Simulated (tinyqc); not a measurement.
## Punch-through p+-n junction, ionisation integral and breakdown: effect of the drift doping

A p+ layer at x < 0 and an n drift layer from x = 0 to L on an n+ substrate. Depletion approximation, built-in voltage neglected. Local ionisation coefficients alpha_n = an exp(-(bn/E)^mx), alpha_p = ap exp(-(bp/E)^mx). Electrons move towards +x, holes towards x = 0.

W = sqrt(2 eps0 eps_r V/(q N)), peak field E0 = q N W/(eps0 eps_r), falling linearly to 0 at W; if W > L the layer is punched through: W = L, E0 = V/L + q N L/(2 eps0 eps_r), falling linearly to E1 = V/L - q N L/(2 eps0 eps_r). G(x) = integral from 0 to x of (alpha_n - alpha_p); I_n = integral of alpha_n exp(-G) (electrons injected at x = 0), I_p = integral of alpha_p exp(G(end) - G) (holes injected at the far edge); M = 1/(1 - I). Integrals on a fine grid; BV is where I_n = 1. Specific on-resistance Ron = L/(q mu N) with constant mobility and full ionisation.

Parameters, values chosen for the exercise; material values close to those of 4H silicon carbide:
```
symbol   value        unit                                           meaning
eps_r     9.56                                         relative permittivity
an      1.72e8        1/cm  prefactor of the electron ionisation coefficient
bn      3.23e7        V/cm                      field constant for electrons
ap      3.28e8        1/cm      prefactor of the hole ionisation coefficient
bp      2.54e7        V/cm                          field constant for holes
mx           1                                                      exponent
mu         872  cm^2/(V s)              electron mobility of the drift layer
L            5          um                      thickness of the drift layer
```

Constants: q = 1.602176634e-19 C, eps0 = 8.8541878128e-14 F/cm where lengths are in cm. Results are converted to the units shown.

Result of one run:
```
N (cm^-3),BV (V),E0 at BV (kV/cm),W at BV (um),Ron (mohm cm^2),BV^2/Ron (MW/cm^2),eps0 eps_r mu E0^3/4 (MW/cm^2)
8.1e15,1.15e3,2.67e3,5.00,0.442,2.97e3,3.53e3
```

What becomes of these results when the donor density of the drift layer N is changed from 8.1e15 to 4.2e15 cm^-3, all else the same?

Result of the changed run:
```
N (cm^-3),BV (V),E0 at BV (kV/cm),W at BV (um),Ron (mohm cm^2),BV^2/Ron (MW/cm^2),eps0 eps_r mu E0^3/4 (MW/cm^2)
4.2e15,1.18e3,2.55e3,5.00,0.852,1.62e3,3.06e3
```

The whole series:
```
N (cm^-3),BV (V),E0 at BV (kV/cm),W at BV (um),Ron (mohm cm^2),BV^2/Ron (MW/cm^2),eps0 eps_r mu E0^3/4 (MW/cm^2)
6e14,1.19e3,2.40e3,5.00,5.96,236,2.55e3
1.2e15,1.19e3,2.43e3,5.00,2.98,471,2.64e3
2.2e15,1.18e3,2.47e3,5.00,1.63,862,2.79e3
4.2e15,1.18e3,2.55e3,5.00,0.852,1.62e3,3.06e3
8.1e15,1.15e3,2.67e3,5.00,0.442,2.97e3,3.53e3
1.6e16,1.04e3,2.83e3,5.00,0.224,4.81e3,4.19e3
3e16,788,3.00e3,5.00,0.119,5.20e3,4.96e3
5.8e16,462,3.19e3,2.90,0.0617,3.46e3,5.97e3
```

BV falls from 1190 to 462 V while the critical field rises from 2400 to 3190 kV/cm. BV goes as N^(0.00) between the first two rows and N^(-0.81) between the last two (a coefficient proportional to E^7 gives -0.75 without punch-through). BV^2/Ron goes from 236 through a maximum of 5200 (at N = 3e16 among the rows listed) to 3460 MW/cm^2; the layer is punched through at breakdown in 7 of the 8 rows.

Computed by the program tinyqc: `OMP_NUM_THREADS=1 python tinyqc.py 2120132 2120133 out.jsonl`, one thread of a shared Intel Xeon 2.30GHz, about 0.1 s for the whole run.
